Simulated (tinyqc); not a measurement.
Tight binding, honeycomb lattice, step by step. Computed by tinyqc, a small Python program that keeps every step. Settings: t1 = 1.02, t2 = 0, phi = 1.57, delta = 2.03, points = 6. Command: `OMP_NUM_THREADS=1 python tinyqc.py 22777 22778 out.jsonl` (the two numbers bound the seeds that draw the settings). One thread of a shared host (Intel(R) Xeon(R) Processor @ 2.60GHz), about 0.01 s of CPU time with the checks.

## Bloch Hamiltonian at k

Parameters chosen for this model:
```
parameter     value                        unit
t1         1.020000                 eV, nearest
t2                0       eV, second neighbours
phi        1.570000  rad, phase of t2 (Haldane)
delta      2.030000          eV, +/- on A and B
```

k point k (fractions of the reciprocal vectors): 0.210000  -0.490000

H_AB = -t1 (1 + exp(-i k.a1) + exp(-i k.a2)); H_AA = delta - 2 t2 sum cos(k.b + phi), H_BB = -delta - 2 t2 sum cos(k.b - phi), b = a1, a2 - a1, -a2.

H(k) at k (eV):
```
                     A                    B
A             2.030000  -0.255676+0.923908i
B  -0.255676-0.923908i            -2.030000
```

## Levels at k

Diagonalise the Hermitian matrix.

eigenvalues (eV): -2.244967  2.244967

weights |c|^2 of the basis functions:
```
     band 1    band 2
A  0.047878  0.952122
B  0.952122  0.047878
```

## Bloch Hamiltonian at K

k point K (fractions of the reciprocal vectors): 0.333333  0.666667

As before.

H(k) at K (eV):
```
          A          B
A  2.030000   0.000000
B  0.000000  -2.030000
```

## Levels at K

As before.

eigenvalues (eV): -2.030000  2.030000

weights |c|^2 of the basis functions:
```
     band 1    band 2
A  0.000000  1.000000
B  1.000000  0.000000
```

## Bands along a path

The same steps at evenly spaced points between the labelled ones.

Bands along the path (eV):
```
k             band 1    band 2
G          -3.672125  3.672125
G-K 0.20   -3.526505  3.526505
G-K 0.40   -3.131972  3.131972
G-K 0.60   -2.616238  2.616238
G-K 0.80   -2.184437  2.184437
K          -2.030000  2.030000
K-M 0.20   -2.059112  2.059112
K-M 0.40   -2.125629  2.125629
K-M 0.60   -2.198321  2.198321
K-M 0.80   -2.252187  2.252187
M          -2.271849  2.271849
M-K' 0.20  -2.252187  2.252187
M-K' 0.40  -2.198321  2.198321
M-K' 0.60  -2.125629  2.125629
M-K' 0.80  -2.059112  2.059112
K'         -2.030000  2.030000
```

With 1 band(s) filled, the highest filled level on these points lies at K and the lowest empty one at K: a gap of 4.0600 eV, direct.

## Chern number of the lower band

On a 6 x 6 mesh, the phase of the product of overlaps around each plaquette (k1 then k2); the sum over 2 pi is an integer.

plaquette phases (rad):
```
           1          2          3          4          5          6
1   0.000000  -0.033415  -0.062285   0.000000   0.045358   0.026271
2   0.033415   0.000000  -0.062285  -0.094643   0.000000   0.045358
3   0.062285   0.062285   0.000000  -0.094643  -0.094643   0.000000
4   0.000000   0.094643   0.094643   0.000000  -0.062285  -0.062285
5  -0.045358   0.000000   0.094643   0.062285   0.000000  -0.033415
6  -0.026271  -0.045358   0.000000   0.062285   0.033415   0.000000
```

Chern number = 0.000000
